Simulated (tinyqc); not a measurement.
Worked calculation: four-band model of biased bilayer graphene near K. Values are carried at full precision from step to step, so a last printed digit may differ when a step is redone from the rounded ones.

Constants: hbar^2/2m0 = 3.80998211 eV angstrom^2.

Values chosen for the exercise (near those used for Bernal bilayer graphene; shifted at random, so the results belong to these values and not to a real crystal):
- a = 2.46 angstrom (lattice constant)
- g0 = 2.89 eV (hopping in a layer)
- g1 = 0.379 eV (hopping of the dimer sites)
- g3 = 0.34 eV (skew hopping A1-B2)
- g4 = 0.06 eV (skew hopping A1-A2)
- U = 0.24 eV (potential difference of the layers)
- k = (-0.049, 0.037) 1/angstrom (wave vector from K)

## Velocities and mass

v_j = (sqrt3/2) a g_j; low-energy mass m/m0 = c g1/v0^2 with c = hbar^2/2m0; crossover wave vector g1/(2 v0).

v0, v3, v4 (eV angstrom): [6.1569, 0.7243, 0.1278]

mass = 0.03809 m0
crossover = 0.03078 1/angstrom

## H at one k

Basis A1, B1, A2, B2, with B1 below A2; p = kx + i ky, v_j = (sqrt3/2) a g_j. Diagonal -U/2, -U/2, U/2, U/2; <A1|B1> = <A2|B2> = v0 p*, <B1|A2> = g1, <A1|B2> = v3 p, <A1|A2> = <B1|B2> = -v4 p*.

Fill in the matrix.

H (eV), rows A1, B1, A2, B2 and columns alike:
$$\begin{pmatrix}
-0.1200 & -0.3017-0.2278i & 0.0063+0.0047i & -0.0355+0.0268i \\
-0.3017+0.2278i & -0.1200 & 0.3790 & 0.0063+0.0047i \\
0.0063-0.0047i & 0.3790 & 0.1200 & -0.3017-0.2278i \\
-0.0355-0.0268i & 0.0063-0.0047i & -0.3017+0.2278i & 0.1200
\end{pmatrix}$$

## Levels and layer polarisation

Diagonalise; the weight on layer 1 is that of A1 and B1.

levels (eV): [-0.6538, -0.1961, 0.2085, 0.6414]

weights, rows A1, B1, A2, B2; columns band 1, band 2, band 3, band 4:
$$\begin{pmatrix}
0.254 & 0.329 & 0.363 & 0.054 \\
0.473 & 0.026 & 0.294 & 0.207 \\
0.213 & 0.281 & 0.024 & 0.482 \\
0.061 & 0.365 & 0.318 & 0.257
\end{pmatrix}$$

weight on layer 1: [0.727, 0.354, 0.657, 0.261]

Band 2 has 35 % of its weight on layer 1, the layer of lower potential, and band 3 has 66 %; the dimer sites hold 32 % of band 3. The filled band leans to the upper layer here: at larger k the middle bands approach two displaced cones, each still mixed over both layers by g1, and the top filled one leans to the upper layer.

## The Mexican hat (g3 = g4 = 0)

At K the levels are -/+ U/2 and -/+ sqrt(g1^2 + U^2/4). The smallest gap, U g1/sqrt(U^2 + g1^2), lies on a ring of radius kg = (U/2 v0) sqrt((2 g1^2 + U^2)/(g1^2 + U^2)), v0 = (sqrt3/2) a g0; the height of the hat is U/2 less half that gap.

gap = 0.2028 eV
kg = 0.02551 1/angstrom
height of the hat = 18.62 meV

## Checks

- Gap on the ring from the formula against the matrix: both 0.202765.

Run: tinyqc, `OMP_NUM_THREADS=1 python tinyqc.py 1482326 1482327 out.jsonl`; Intel(R) Xeon(R) Processor @ 2.30GHz, one thread, shared host; about 0.06 s of CPU time with all checks.
